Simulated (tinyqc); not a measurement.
Deep trap from a strong local potential in a two-band host (Koster-Slater model with semi-elliptic bands): one step, computed by the program tinyqc.

The valence band spans -2 W_v to 0 and the conduction band E_g to E_g + 2 W_c. The orbital at the impurity site has weight f_v in the valence band and 1 - f_v in the conduction band, each spread as a semi-ellipse (2/(pi W^2)) sqrt(W^2 - x^2) about the band centre. The impurity adds U to this orbital. Spin is left out.

Task: Levels of the small matrix. Diagonalise H (2n rows). The trap level, between the highest valence and the lowest conduction e_k, is number n + 1 from below for an attractive impurity and number n for a repulsive one.

Impurity: repulsive, acceptor-like.

H (eV):
```
         1        2        3         4         5         6        7        8
1  1.25545  3.20563  3.20563   1.98119   1.75613   2.84148  2.84148  1.75613
2  3.20563  2.56108  5.18681   3.20563   2.84148   4.59762  4.59762  2.84148
3  3.20563  5.18681  0.21255   3.20563   2.84148   4.59762  4.59762  2.84148
4  1.98119  3.20563  3.20563  -4.89308   1.75613   2.84148  2.84148  1.75613
5  1.75613  2.84148  2.84148   1.75613  13.28804   2.51871  2.51871  1.55665
6  2.84148  4.59762  4.59762   2.84148   2.51871  12.95675  4.07535  2.51871
7  2.84148  4.59762  4.59762   2.84148   2.51871   4.07535  9.43396  2.51871
8  1.75613  2.84148  2.84148   1.75613   1.55665   2.51871  2.51871  4.06525
```

Give: levels; trap level of the matrix.

Result:

levels (eV): -6.580  -4.051  -1.333  1.031  3.369  7.242  11.146  28.056

trap level of the matrix = 1.0313 eV
